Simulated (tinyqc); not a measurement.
Chemically amplified photoresist: aerial image, acid generation, bake, development and line width. Changing the development selectivity n. Computed by tinyqc, a small Python program. Command: `OMP_NUM_THREADS=1 python tinyqc.py 3028419 3028420 out.jsonl resist sweep`. One thread of a shared host (Intel(R) Xeon(R) Processor @ 2.30GHz), about 0.03 s of CPU time with the checks.

Lines and spaces of pitch p with a two-beam-like image; x = 0 is the middle of the bright space. The resist is positive and treated as uniform in depth.

Inputs (values chosen for the exercise, for a model resist at 193 nm):
```
quantity                                         value     unit
pitch p                                            180       nm
image contrast c                                  0.75        -
mean dose E                                       8.35  mJ/cm^2
Dill parameter C                                 0.018  cm^2/mJ
quencher load q, relative to the acid generator  0.078        -
acid diffusivity D                                   2   nm^2/s
bake time t                                         90        s
amplification rate k_amp                         0.056      1/s
threshold protection m_th                         0.47        -
largest rate r_max                                1200     nm/s
smallest rate r_min                               0.03     nm/s
resist thickness d                                 210       nm
development time t_d                                45        s
```

Method:
- Dose E(x) = E [1 + c cos(2 pi x/p)]; acid h = 1 - exp(-C E(x)).
- Bake: the acid image is blurred by a Gaussian of variance sigma^2 = 2 D t (each Fourier term k of h, taken on 64 points, is multiplied by exp(-4 pi^2 k^2 D t/p^2)).
- The quencher then removes q, h_eff = max(h_blurred - q, 0); protection m = exp(-k_amp t h_eff).
- Mack rate r = r_max (a + 1)(1 - m)^n/(a + (1 - m)^n) + r_min, a = ((n + 1)/(n - 1))(1 - m_th)^n.
- Edge: vertical development clears the film where r t_d >= d; the space width is twice the x where r = d/t_d.
- Dose sensitivity = d ln(width)/d ln E from widths at 1.005 E and E/1.005; image log-slope at the edge = |d ln E/dx|, normalised by the width (NILS); latitude for 10 % of width = 10 %/sensitivity.

One run for each value:
```
development selectivity n  space width (nm)  dose sensitivity  dose latitude (%)
2                                    130.32            0.5809             17.215
3                                    120.27            0.6304             15.863
4                                    111.36            0.7046             14.193
6                                     97.62            0.8851             11.298
8                                     87.58            1.0872              9.198
12                                    73.48            1.5368              6.507
16                                    63.70            2.0466              4.886
24                                    50.38            3.2839              3.045
```

Over the rows, space width (nm) falls from 130 to 50.4 (exponent d ln y / d ln x -0.20 between the first rows and -0.58 between the last); dose sensitivity rises from 0.581 to 3.28 (exponent d ln y / d ln x 0.20 between the first rows and 1.2 between the last); dose latitude (%) falls from 17.2 to 3.05 (exponent d ln y / d ln x -0.20 between the first rows and -1.2 between the last). A larger n moves the protection at which the film just clears towards m_th, so more acid is needed and the space narrows.

Caution (all rows): lateral development, standing waves and the joint diffusion of acid and quencher are left out, so widths are indicative.
